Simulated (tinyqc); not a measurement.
Programming of a floating-gate cell by Fowler-Nordheim tunnelling: one step of the calculation.

Per tunnel area the floating gate has Ctun = 3.9 eps0/tox to the channel (0 V) and Ccg to the control gate, Ct = Ctun/(1 - ag), no other coupling. With the threshold shift U = -Q/Ccg the field is F = ag (Vg - U)/tox, and dU/dt = J/Ccg. Fowler-Nordheim: J = A F^2 exp(-B/F), A = q^2/(16 pi^2 hbar mo phi) (times 1e14 for A/cm^2 with F in V/nm, emitter mass m0), B = (4/3) sqrt(mo/C) phi^1.5, C = hbar^2/(2 m0).

Question. Explicit time steps against the exact solution. U(new) = U + dt J(F(U))/Ccg. Exact: exp(B/F(t)) = exp(B/F(0)) + K t, K = A B ag/(Ccg tox), and U = Vg - tox F/ag.

Values chosen for this exercise; oxide values close to those of silicon dioxide:
- phi = 3.15 eV (tunnel barrier)
- mo = 0.46 m0 (tunnelling mass)
- tox = 6.4 nm (tunnel oxide thickness)
- ag = 0.71 (coupling ratio Ccg/Ct)
- Vt0 = -0.6 V (threshold shift at the start)
- Vg = 9 V (control-gate voltage)
- dt = 600 us (time step)
- n = 10 (steps)

Constants: q = 1.602176634e-19 C, hbar = 1.054571817e-34 J s, m0 = 9.1093837015e-31 kg, eps0 = 8.8541878128e-14 F/cm where lengths are in cm, hbar^2/(2 m0) = 0.0380998212 eV nm^2. Results are converted to the units shown.

Wanted: t; F; J; U by steps; U exact.

Answer.

t, step 0 to 10 (us): [0, 600.0, 1200, 1800, 2400, 3000, 3600, 4200, 4800, 5400, 6000]
F, step 0 to 10 (V/nm): [1.065, 0.898, 0.897, 0.896, 0.895, 0.894, 0.892, 0.891, 0.890, 0.889, 0.888]
J, step 0 to 10 (A/cm^2): [0.003306, 2.589e-5, 2.475e-5, 2.371e-5, 2.275e-5, 2.187e-5, 2.105e-5, 2.028e-5, 1.957e-5, 1.891e-5, 1.829e-5]
U by steps, step 0 to 10 (V): [-0.6000, 0.9016, 0.9134, 0.9246, 0.9354, 0.9457, 0.9556, 0.9652, 0.9744, 0.9833, 0.9919]
U exact, step 0 to 10 (V): [-0.6000, -0.0180, 0.1806, 0.3009, 0.3867, 0.4531, 0.5072, 0.5527, 0.5920, 0.6264, 0.6571]

Range of the model: Programming fields of 10 MV/cm and more wear the oxide; trapping and the channel potential are ignored.

Numbers from tinyqc (`OMP_NUM_THREADS=1 python tinyqc.py 2130099 2130100 out.jsonl`; about 0.01 s on one thread of a shared Intel Xeon 2.30GHz).
